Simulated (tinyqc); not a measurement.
What moves the results: gated graphene: carriers, quantum capacitance and optical conductivity. A value that a table varies takes the place of the one given here.

Cones E = +/- hv |k|, four flavours, D(E) = 2|E|/(pi hv^2). n = (2/pi)(kT/hv)^2 F_1(mu/kT), p = (2/pi)(kT/hv)^2 F_1(-mu/kT), in 1/angstrom^2 (1e16 for 1/cm^2); F_1(eta) = integral_0^infinity x dx/(1 + exp(x - eta)). Cq/e^2 = d(n - p)/d mu = (2 kT/(pi hv^2)) ln(2 + 2 cosh(mu/kT)).

Gate: V = mu/e + e (n - p)/Cox with Cox/e^2 = k/(4 pi e2 t), t in angstrom, e2 = e^2/(4 pi eps0); 1/(eV angstrom^2) in C/e^2 equals 1602.176634 microfarad/cm^2; total 1/C = 1/Cox + 1/Cq.

Conductivity over sigma0 = e^2/(4 hbar): interband Re = sinh(E/2kT)/(cosh(mu/kT) + cosh(E/2kT)); intraband Re = (8 kT/pi) ln(2 cosh(mu/2kT)) Gm/(E^2 + Gm^2). A free sheet absorbs about pi alpha_f Re(sigma/sigma0), alpha_f the fine-structure constant (alpha among the constants).

Constants: kB = 8.617333262e-05 eV/K; e^2/(4 pi eps0) = 14.39964547 eV angstrom; fine-structure constant alpha = 0.007297352564.

Parameters, chosen for this exercise (Fermi velocity near that of graphene, gate dielectric near HfO2; not measured data): hv = 6.13 eV angstrom (hbar vF); T = 400 K; k = 18.27 (dielectric constant of the gate layer); t = 2 nm (its thickness); Gm = 2 meV (intraband damping); V = 0.21 V (gate voltage from the neutrality point).

## Gate sweep

Results:
```
V (V)   mu (eV)  n - p (1/cm^2)  n + p (1/cm^2)  Cq (microfarad/cm^2)  C/Cox  Cox V/e (1/cm^2)
0        0.0000               0        3.31e+11                  1.30  0.138                 0
0.0063   0.0054        4.40e+10        3.34e+11                  1.30  0.139          3.18e+11
0.017    0.0146        1.20e+11        3.49e+11                  1.34  0.142          8.58e+11
0.042    0.0359        3.09e+11        4.40e+11                  1.54  0.160          2.12e+12
0.084    0.0702        6.97e+11        7.48e+11                  2.13  0.209          4.24e+12
0.15     0.1197        1.53e+12        1.54e+12                  3.31  0.290          7.57e+12
0.21     0.1604        2.51e+12        2.51e+12                  4.37  0.351          1.06e+13
0.32     0.2270        4.70e+12        4.70e+12                  6.16  0.432          1.62e+13
0.46     0.3012        8.02e+12        8.02e+12                  8.18  0.503          2.32e+13
```

How do the results move?

At neutrality n + p = 3.31e+11 1/cm^2 of thermal carriers remain and C/Cox = 0.138; at the last row C/Cox = 0.503 and the plain capacitor rule overstates n - p by 189.7 %. Between the last two rows mu goes as V^0.78; for |mu| well above kT the limits are 1/2 where Cox is small against Cq and 1 where it is large.

## Absorption spectrum

mu = 0.16037 eV

Results:
```
E (eV)  interband  intraband  absorption (%)
0.032      0.0090     0.3989           0.935
0.064      0.0198     0.1000           0.275
0.112      0.0443     0.0327           0.176
0.160      0.0876     0.0160           0.238
0.225      0.1993     0.0081           0.475
0.273      0.3333     0.0055           0.777
0.321      0.5009     0.0040           1.157
0.369      0.6682     0.0030           1.539
0.417      0.8016     0.0024           1.843
0.513      0.9421     0.0016           2.163
0.641      0.9905     0.0010           2.273
0.962      0.9999     0.0004           2.293
```

What can be read from the table?

The edge lies at 2|mu| = 0.321 eV and, for |mu| above about 3 kT (here 4.7), rises from 10 % to 90 % over about 8.8 kT = 0.303 eV. The absorption is lowest, 0.176 %, at 0.112 eV of those listed, between the Drude tail and the edge; at the last row it is 2.293 % against pi alpha_f = 2.293 %. The thin-sheet formula fails where the absorption is large, and trigonal warping matters above about 1.5 eV.

## What moves the Fermi level

All results formed anew. Each row changes one parameter from the base and keeps the others.

Results:
```
case                   mu (eV)  n - p (1/cm^2)   C/Cox
base                    0.1604       2.506e+12  0.3508
V = 0.273 V             0.1996       3.705e+12  0.4014
t = 1.4 nm              0.1711       2.807e+12  0.2872
k = 21.92               0.1660       2.663e+12  0.3179
hv = 6.74 eV angstrom   0.1663       2.208e+12  0.3165
T = 500 K               0.1581       2.619e+12  0.3498
```

What can be read from the table?

The largest shifts from the base row, up to three for each result and ties (the steps differ in size, so this ranks the rows, not the parameters). mu (eV): V +0.0392, t +0.0107, hv +0.0059. n - p (1/cm^2): V +1.20e+12, t +3.02e+11, hv -2.98e+11. C/Cox: t -0.0636, V +0.0506, hv -0.0343.

Program tinyqc; command `OMP_NUM_THREADS=1 python tinyqc.py 1680537 1680538 out.jsonl`; about 0.01 s on one thread of a shared Intel(R) Xeon(R) Processor @ 2.30GHz.
